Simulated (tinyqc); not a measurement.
# MOS inversion layer, Poisson-Schroedinger loop: effect of the temperature

Electrons confined at an insulator interface at z = 0, treated as a hard wall; parabolic valleys, Hartree approximation, no image or exchange terms. The depletion charge lies far deeper than the electrons and gives a uniform field q Nd/(eps0 eps_r); the gate balances all charge. Energies are counted from the band edge at the interface.

Schroedinger equation -(C/mz) psi'' + (V0 + U) psi = E psi, C = hbar^2/(2 m0), psi(0) = 0, on a uniform mesh of 800 nodes with a far wall at 21 nm, 8 levels a set; V0 = q Nd z/(eps0 eps_r); dU/dz = q (Ns - integral of n from 0 to z)/(eps0 eps_r), U(0) = 0; N_k = g md m0 q Vt/(pi hbar^2) ln(1 + exp((EF - E_k)/Vt)), g the number of valleys of the set, sum N_k = Ns. Triangular well: E_k = a_k (C F^2/mz)^(1/3), a_1 = 2.338107, a_2 = 4.087949, C = hbar^2/(2 m0), F in eV/nm. Fang-Howard (all electrons in the lowest level of set A): b^3 = 6 (mz1/C) q (Nd + 11 Ns/32)/(eps0 eps_r), centroid 3/b, level C b^2/(4 mz1) + (3/b) q (Nd + 11 Ns/16)/(eps0 eps_r). The centroid adds 3.9 z_av/eps_r to an oxide-equivalent thickness. Shares under 0.0001 % are printed as 0.

Parameters, values chosen for the exercise; masses and permittivity close to those of silicon (111): relative permittivity eps_r = 11.6; mass along z of valley set A (6 valley(s)) mz1 = 0.256 m0; in-plane density-of-states mass of set A md1 = 0.361 m0; sheet density of electrons Ns = 1.3e12 cm^-2; sheet density of depletion charge Nd = 1.6e12 cm^-2.

Constants: q = 1.602176634e-19 C, kB = 1.380649e-23 J/K, hbar = 1.054571817e-34 J s, m0 = 9.1093837015e-31 kg, Vt = kB T/q, eps0 = 8.8541878128e-14 F/cm where lengths are in cm, hbar^2/(2 m0) = 0.0380998212 eV nm^2. Results are converted to the units shown.

The same in every row: Fang-Howard centroid (nm) = 2.76.

Effect of the temperature:
```
T (K)  A1 (meV)  A2 (meV)  EF (meV)  share of A1 (%)  share of A2 (%)  centroid z_av (nm)  added oxide equivalent (nm)
20          146       232       146              100                0                2.59                        0.871
50          146       232       142              100                0                2.59                        0.871
77          146       232       136              100          2.69e-4                2.59                        0.871
120         146       232       126              100           0.0266                2.59                        0.871
200         146       232       104             99.3            0.705                2.61                        0.876
300         146       233      71.0             96.2             3.47                2.67                        0.899
400         146       234      34.4             91.4             7.34                2.79                        0.939
500         147       235     -5.81             85.8             11.1                2.95                        0.992
```

As T goes from 20 to 500, A1 rises from 146 to 147 meV, the share of A1 falls from 100 to 85.8 % and the centroid rises from 2.59 to 2.95 nm. The Fang-Howard centroid is 6.5 % above the full one in the first row, where A1 holds 100 %, and 6.5 % below it in the last, where A1 holds 85.8 %.

tinyqc, about 0.5 s, one thread, Intel Xeon 2.30GHz (shared host): `OMP_NUM_THREADS=1 python tinyqc.py 2160151 2160152 out.jsonl`
